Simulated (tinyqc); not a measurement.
# p-type polysilicon, carrier trapping at grain boundaries: effect of the temperature

One-dimensional grains of size Lg, uniform ionised doping N, monovalent traps Qt at each boundary at a depth Et below (for electrons) or above (for holes) the band edge there, abrupt depletion of width W on each side of a boundary, Boltzmann statistics. xi is the distance from the band edge at the grain centre to the Fermi level. Trapped charge Qt/(1 + exp((xi + VB - Et)/Vt)) = 2 N W, barrier VB = q N W^2/(2 eps0 eps_r).

NB is given at 250 K and scales as (T/250 K)^1.5. If the trap equation with xi = Vt ln(NB/N) has a root W < Lg/2, the grain is partly depleted; otherwise W = Lg/2 and the trap equation gives xi = Et - VB + Vt ln(Qt/(N Lg) - 1). N* = Qt/Lg. n0 = NB exp(-xi/Vt); mean density n0 (1 - 2 W/Lg) by charge balance in a partly depleted grain, and n0 (sqrt(pi)/2) erf(u)/u with u = sqrt(VB/Vt) in a fully depleted one; v = sqrt(kB T/(2 pi ms m0)); barrier resistivity Vt exp(VB/Vt)/(q fe n0 v Lg); grain resistivity (1 - 2 W/Lg)/(q n0 mug); effective mobility 1/(q mean density total resistivity). Rows with xi above 0.45 V, towards mid-gap, are left out, since the other carrier type is ignored.

Inputs (values chosen for the exercise); values of the order met in polycrystalline silicon:
- eps_r = 11.7 (relative permittivity)
- NB = 2.02e19 cm^-3 (valence-band density of states at the reference temperature)
- Lg = 23 nm (grain size)
- Qt = 8.5e11 cm^-2 (trap density of a grain boundary)
- Et = 0.34 eV (depth of the trap level from the majority band edge at the boundary)
- ms = 0.3 m0 (mass for thermionic emission)
- fe = 0.5 (correction factor of the emission rate)
- N = 1.7e17 cm^-3 (doping)

Constants: q = 1.602176634e-19 C, kB = 1.380649e-23 J/K, m0 = 9.1093837015e-31 kg, Vt = kB T/q, eps0 = 8.8541878128e-14 F/cm where lengths are in cm. Results are converted to the units shown.

The same in every row: N/N* = 0.4600; depleted share 2 W/Lg = 1.000; VB (V) = 0.01739.

Effect of the temperature:
```
T (K)  xi (V)  mean density (cm^-3)  resistivity (ohm cm)  effective mobility (cm^2/(V s))
200    0.3254              6.809e10               7.000e5                            130.9
240    0.3259              2.117e12               2.178e4                            135.4
280    0.3265              2.558e13                  1783                            136.8
320    0.3270              1.705e14                 268.0                            136.6
360    0.3276              7.613e14                 60.53                            135.4
400    0.3281              2.564e15                 18.21                            133.7
440    0.3287              7.019e15                 6.752                            131.7
```

As T goes from 200 to 440, VB stays at 0.0174 V, the resistivity falls from 7.00e5 to 6.75 ohm cm and the effective mobility goes from 131 through a maximum of 137 (at T = 280 among the rows listed) to 132 cm^2/(V s). The activation energy kB ln(rho1/rho2)/(1/T1 - 1/T2) is 0.359 eV between the first two rows and 0.376 eV between the last two; mug is held fixed. For T = 240, 280, 320, 360, 400, 440 VB is below Vt, where abrupt depletion and thermionic emission are rough.

Numbers from tinyqc (`OMP_NUM_THREADS=1 python tinyqc.py 2830003 2830004 out.jsonl`; about 0.01 s on one thread of a shared Intel Xeon 2.30GHz).
